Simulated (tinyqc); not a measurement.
What each setting does: recursion (Haydock) method for the local density of states: bulk site of a cubic lattice.

One orbital a site at energy 0, hopping -t to the 6 nearest neighbours of a cubic lattice; the start u0 is a site in the bulk, with energy V. Recursion: a_n = <u_n|H|u_n>, b_(n+1) u_(n+1) = (H - a_n) u_n - b_n u_(n-1), b > 0. G(z) = 1/(z - a0 - b1^2/(z - a1 - b2^2/(...))), z = E + i eta. After n levels the tail is b_n^2 T with the square-root terminator T = (z - sqrt(z - 2b) sqrt(z + 2b))/(2 b^2), b = 3t so that the band edges lie at -/+ 6t.

Parameters, chosen for this exercise:

| symbol | value | unit | meaning |
|---|---|---|---|
| t | 0.97 | eV | hopping |
| V | 0 | eV | shift of the starting site |
| n | 4 |  | levels kept |
| E | -0.56 | eV | energy |
| eta | 0.049 | eV | broadening |

G at z = E + i eta with n levels and terminator.

One parameter was then changed.

Results before and after:

| case | Re G (1/eV) | density (1/eV) |
|---|---|---|
| base | -0.0587 | 0.1479 |
| changed | -0.0376 | 0.1475 |

Which of these changes was made? (a) n = 5; (b) V = 0.5 eV; (c) t = 1.067 eV; (d) E = -0.37 eV; (e) eta = 0.098 eV.

Answer: (d) E = -0.37 eV. Of the candidates, run in turn, only this one gives the changed row.

All candidates:

| case | Re G (1/eV) | density (1/eV) |
|---|---|---|
| base | -0.0587 | 0.1479 |
| t = 1.067 eV | -0.0480 | 0.1345 |
| V = 0.5 eV | -0.1511 | 0.1328 |
| n = 5 | -0.0461 | 0.1461 |
| E = -0.37 eV | -0.0376 | 0.1475 |
| eta = 0.098 eV | -0.0589 | 0.1461 |

(tinyqc, `OMP_NUM_THREADS=1 python tinyqc.py 1480619 1480620 out.jsonl`, Intel(R) Xeon(R) Processor @ 2.30GHz, 1 thread, shared host, about 0.1 s.)
